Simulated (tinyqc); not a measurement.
# Threshold-voltage variability of a planar MOSFET, analytic estimates: a gate of 8 grains

Three independent sources add in quadrature: random dopants in the depleted layer, metal-gate grains of two orientations, and roughness of the two gate edges acting through the roll-off VT = VT(long) - Vr exp(-L/l). These are first-order estimates: no three-dimensional electrostatics, no percolation.

Each of 8 equal grains has the higher work function with probability p; the threshold shift is dW (j/8 - p) for j such grains, and the off current changes by exp(-shift/(n Vt)).

Inputs (values chosen for the exercise); material values close to those of germanium:

| symbol | value | unit | meaning |
|---|---|---|---|
| T | 300 | K | temperature |
| dW | 0.3 | eV | work-function difference of the two grain orientations |
| p | 0.4 |  | share of the orientation of higher work function |
| n | 1.48 |  | subthreshold factor |

Constants: q = 1.602176634e-19 C, kB = 1.380649e-23 J/K, Vt = kB T/q. Results are converted to the units shown.

Distribution:
```
j  probability  shift (mV)  Ioff factor  probability x factor
0     0.016796     -120.00       23.020               0.38664
1     0.089580      -82.50       8.6386               0.77385
2      0.20902      -45.00       3.2418               0.67760
3      0.27869       -7.50       1.2166               0.33904
4      0.23224       30.00      0.45654               0.10603
5      0.12386       67.50      0.17132              0.021221
6     0.041288      105.00     0.064293             0.0026545
7    0.0078643      142.50     0.024127             1.8974e-4
8    6.5536e-4      180.00    0.0090541             5.9337e-6
```

What do the numbers show?

The standard deviation is dW sqrt(p (1 - p)/8) = 52.0 mV. The mean off current is 2.31 times the nominal one; the log-normal formula exp(s^2/(2 (n Vt)^2)) gives 2.51. Devices with j = 1, 9.0 % of all, carry 34 % of the mean leakage.

tinyqc, about 0.01 s, one thread, Intel Xeon 2.30GHz (shared host): `OMP_NUM_THREADS=1 python tinyqc.py 2090089 2090090 out.jsonl`
